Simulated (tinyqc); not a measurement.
Worked calculation: formation energy of a charged point defect from supercell energies. Computed by tinyqc, a small Python program that keeps every step. Command: `OMP_NUM_THREADS=1 python tinyqc.py 3030143 3030144 out.jsonl formation walk`. One thread of a shared host (Intel(R) Xeon(R) Processor @ 2.30GHz), about 0.01 s of CPU time with the checks. Intermediate numbers are printed to about 6 digits and carried at full precision; extremes and crossings named in words are read from the listed rows.

The host is a compound AB. Making the defect adds n_A = -1, n_B = 0 atoms to the cell. All total energies are inputs. E_F is counted from the valence-band maximum (VBM); x = 0 is A-rich and x = 1 B-rich growth.

Inputs (values chosen for the exercise, with gap and screening modelled on CdS):
```
quantity,value,unit
gap E_g,2.48,eV
E_VBM of the host cell,1.306,eV
potential alignment dV,0.14,eV
dielectric constant eps,9.04,-
cell length L,21.7,angstrom
mu_A of the pure element,-1.143,eV
formation enthalpy dH of AB,-0.84,eV
growth condition x,0.95,-
Fermi level E_F,1.04,eV
temperature T,800,K
site density N_s,3.8e+22,cm^-3
```

Defect: vacancy of A. Supercell lattice: fcc.

charge states q: [0, -1, -2]

E(defect, q) - E(host), in the order of q (eV): [2.943, 6.343, 8.025]

Constants: e^2/(4 pi eps_0) = 14.39964548 eV angstrom; k_B = 8.617333262e-05 eV/K.

## Chemical potentials

dmu_A = x dH and dmu_B = (1 - x) dH, so that dmu_A + dmu_B = dH; mu = mu(element) + dmu. The reservoir term is sum n_i mu_i.

dmu_A = -0.798 eV

dmu_B = -0.042 eV

sum n_i mu_i = 1.941 eV

## Image-charge corrections

Image-charge correction of a point charge in a neutralising background: E_corr = q^2 alpha e^2/(4 pi eps_0) / (2 eps L), alpha = 2.888282 for a fcc array with L the cube root of the volume.

E_corr (eV): (q=0) 0.000000, (q=-1) 0.106007, (q=-2) 0.424027

## Formation energies at E_F = 0

E_f(q, E_F) = [E(defect, q) - E(host)] - sum n_i mu_i + q (E_VBM + dV + E_F) + E_corr(q).

E_f(q, 0) (eV): (q=0) 1.00200, (q=-1) 3.06201, (q=-2) 3.61603

## Transition levels and the lower envelope

eps(q/q') = [E_f(q', 0) - E_f(q, 0)]/(q - q'). U of state q is eps(q/q-1) - eps(q+1/q). The stable state at each E_F is the lowest line E_f(q, 0) + q E_F.

One-electron levels above the VBM (eV):
```
level,energy,U of the state between this level and the next
(0/-1),2.06001,-1.50599
(-1/-2),0.55402,-
```

Stable states:
```
q,from E_F (eV),to E_F (eV)
0,0.00000,1.30701
-2,1.30701,2.48000
```

Stable in the gap, from the VBM up: 0, -2. State -1 is never the lowest: its U is negative, so two such centres gain by exchanging an electron.

## The first and the last level

eps(q/q-1) = E_f(q - 1, 0) - E_f(q, 0).

level (0/-1) = 2.06001 eV

level (-1/-2) = 0.554020 eV

Caution: the one-electron levels are out of order (negative U): at least one middle charge state is skipped, and the transition past it moves two or more electrons at once.

## Concentrations at the given E_F and T

E_f(q, E_F) = E_f(q, 0) + q E_F. c_q = N_s exp(-E_f(q, E_F)/k_B T), with all degeneracy factors one and no vibrational entropy.

Charge states:
```
q,E_f (eV),c_q (cm^-3),share
0,1.00200,1.85123e+16,9.99568e-01
-1,2.02201,6.94548e+09,3.75019e-07
-2,1.53603,8.00279e+12,4.32108e-04
```

lowest formation energy = 1.002 eV

total concentration = 1.85204e+16 cm^-3

mean charge = -8.64590e-04 e

State 0 holds 100.0 % of the defects.

## Fermi level and growth conditions

Each entry is the lowest E_f over q.

Lowest formation energy (eV):
```
E_F (eV),stable q,"A-rich, x = 0",x = 0.5,"B-rich, x = 1"
0.00,0,1.80000,1.38000,0.96000
0.31,0,1.80000,1.38000,0.96000
0.62,0,1.80000,1.38000,0.96000
0.93,0,1.80000,1.38000,0.96000
1.24,0,1.80000,1.38000,0.96000
1.55,-2,1.31403,0.89403,0.47403
1.86,-2,0.69403,0.27403,-0.14597
2.17,-2,0.07403,-0.34597,-0.76597
2.48,-2,-0.54597,-0.96597,-1.38597
```

Going from A-rich to B-rich growth shifts every line by -0.840 eV and moves no transition level. The slope of the envelope is the stable charge, so E_f is highest in the rows from E_F = 0 to 1.24 eV, where the neutral state is stable: the defect forms most easily in n-type material. Under A-rich growth E_f turns negative for part of the gap, so in equilibrium E_F cannot enter that part. Under B-rich growth E_f turns negative for part of the gap, so in equilibrium E_F cannot enter that part.

## What the corrections do to the levels

Levels eps(q/q-1) with the terms q dV and E_corr left out or kept.

Levels above the VBM (eV):
```
level,raw,with alignment,with image charge,with both
(0/-1),2.094,1.95400,2.20001,2.06001
(-1/-2),0.376,0.23600,0.69402,0.55402
```

Alignment moves every level by -dV = -0.140 eV. The image term moves eps(q/q-1) by (1 - 2q) E_corr(1): (0/-1) by +0.106, (-1/-2) by +0.318 eV, donor levels down and acceptor levels up. It adds 2 E_corr(1) = 0.212 eV to every U.

Checks made by the program: envelope against a direct minimum on a grid (relative difference below 1e-10).
